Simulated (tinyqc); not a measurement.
Tight binding, kagome lattice, step by step. Computed by tinyqc, a small Python program that keeps every step. Settings: t1 = 1.62, t2 = 1.11, delta = -0.37, bands filled = 1. Command: `OMP_NUM_THREADS=1 python tinyqc.py 23807 23808 out.jsonl` (the two numbers bound the seeds that draw the settings). One thread of a shared host (Intel(R) Xeon(R) Processor @ 2.60GHz), about 0.01 s of CPU time with the checks.

## Bloch Hamiltonian at k

Parameters chosen for this model:
```
parameter      value                unit
t1          1.620000    eV, up triangles
t2          1.110000  eV, down triangles
delta      -0.370000        eV on site C
```

k point k (fractions of the reciprocal vectors): -0.3500  0.3000

H_AB = -t1 - t2 exp(-i k.a1), H_AC = -t1 - t2 exp(-i k.a2), H_BC = -t1 - t2 exp(i k.(a1 - a2)), H_CC = delta.

H(k) at k (eV):
```
                 A                B                C
A           0.0000  -0.9676-0.8980i  -1.2770+1.0557i
B  -0.9676+0.8980i           0.0000  -0.9676-0.8980i
C  -1.2770-1.0557i  -0.9676+0.8980i          -0.3700
```

## Levels at k

Diagonalise the Hermitian matrix.

eigenvalues (eV): -2.3171  -0.6594  2.6065

weights |c|^2 of the basis functions:
```
   band 1  band 2  band 3
A  0.3393  0.2866  0.3741
B  0.2164  0.4718  0.3118
C  0.4443  0.2416  0.3141
```

## Bloch Hamiltonian at K

k point K (fractions of the reciprocal vectors): 0.3333  0.6667

As before.

H(k) at K (eV):
```
                 A                B                C
A           0.0000  -1.0650+0.9613i  -1.0650-0.9613i
B  -1.0650-0.9613i           0.0000  -1.0650+0.9613i
C  -1.0650+0.9613i  -1.0650-0.9613i          -0.3700
```

## Levels at K

As before.

eigenvalues (eV): -2.2668  -0.7173  2.6141

weights |c|^2 of the basis functions:
```
   band 1  band 2  band 3
A  0.2964  0.3505  0.3532
B  0.2964  0.3505  0.3532
C  0.4073  0.2991  0.2937
```

## Bands along a path

The same steps at evenly spaced points between the labelled ones.

Bands along the path (eV):
```
k           band 1   band 2  band 3
G          -5.5871   2.4871  2.7300
G-K 0.33   -4.9682   1.9180  2.6802
G-K 0.67   -3.4360   0.4129  2.6530
K          -2.2668  -0.7173  2.6141
K-M 0.33   -2.5824  -0.3751  2.5875
K-M 0.67   -2.9498   0.0173  2.5625
M          -3.0895   0.1680  2.5515
M-K' 0.33  -2.9498   0.0173  2.5625
M-K' 0.67  -2.5824  -0.3751  2.5875
K'         -2.2668  -0.7173  2.6141
```

With 1 band(s) filled, the highest filled level on these points lies at K' and the lowest empty one at K': a gap of 1.5495 eV, direct.
